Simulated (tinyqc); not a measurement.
What each parameter does: polytypes by hexagonality, and a cubic inclusion as a quantum well.

Gap: E3 + (E2 - E3) h. Valence top Ev2 h and polarisation P2 h, both counted from 3C; Ec = Ev + gap.

A cubic inclusion of width L = N d in the host (h = 1) is a well of depth V = Ec(host) - Ec(3C). Square well with mass mismatch: k tan(k L/2) = (m_w/m_b) q, k = sqrt(m_w E/c), q = sqrt(m_b (V - E)/c), c = hbar^2/2m0, lowest root. The depth of the level, V - E, is its binding, and the transition to the valence top of the host is gap(host) - (V - E). The step in polarisation gives a field |F| = |P|/(eps eps0) in a thin inclusion, eps0 = 8.8541878e-12 F/m.

Constants: hbar^2/2m0 = 3.80998211 eV angstrom^2.

Inputs chosen for the exercise (of the order of those of InP; not measured data): E3 = 1.428 eV (gap of the cubic polytype); E2 = 1.5 eV (gap of 2H); Ev2 = 0.045 eV (valence top of 2H above that of 3C); P2 = -0.0019 C/m^2 (spontaneous polarisation of 2H); m = (0.083, 0.084) m0 (electron mass along c in the cubic layer and in the host); d = 3.385 angstrom (thickness of a double layer); eps = 12.2 (dielectric constant); N = 12 (double layers in the cubic inclusion).

Well depth, depth of the level, transition without the field and field. Each row changes one parameter from the base and keeps the others.

Results:

| case | V (eV) | depth (eV) | transition (eV) | \|F\| (MV/cm) |
|---|---|---|---|---|
| base | 0.1170 | 0.0546 | 1.4454 | 0.176 |
| N = 13 | 0.1170 | 0.0587 | 1.4413 | 0.176 |
| Ev2 = 0.075 eV | 0.1470 | 0.0759 | 1.4241 | 0.176 |
| E3 = 1.408 eV | 0.1370 | 0.0687 | 1.4313 | 0.176 |
| E2 = 1.53 eV | 0.1470 | 0.0759 | 1.4541 | 0.176 |
| P2 = -0.0025 C/m^2 | 0.1170 | 0.0546 | 1.4454 | 0.231 |
| eps = 13.2 | 0.1170 | 0.0546 | 1.4454 | 0.163 |
| m = (0.1, 0.084) m0 | 0.1170 | 0.0563 | 1.4437 | 0.176 |

The largest shifts from the base row, up to three for each result and ties (the steps differ in size, so this ranks the rows, not the parameters). V (eV): Ev2 +0.0300, E2 +0.0300, E3 +0.0200; unchanged at the printed digits by N, P2, eps and m. depth (eV): Ev2 +0.0214, E2 +0.0214, E3 +0.0141; unchanged at the printed digits by P2 and eps. transition (eV): Ev2 -0.0214, E3 -0.0141, E2 +0.0086; unchanged at the printed digits by P2 and eps. |F| (MV/cm): P2 +0.056, eps -0.013; unchanged at the printed digits by N, Ev2, E3, E2 and m.

Program tinyqc; command `OMP_NUM_THREADS=1 python tinyqc.py 1850036 1850037 out.jsonl`; about 0.08 s on one thread of a shared Intel(R) Xeon(R) Processor @ 2.30GHz.
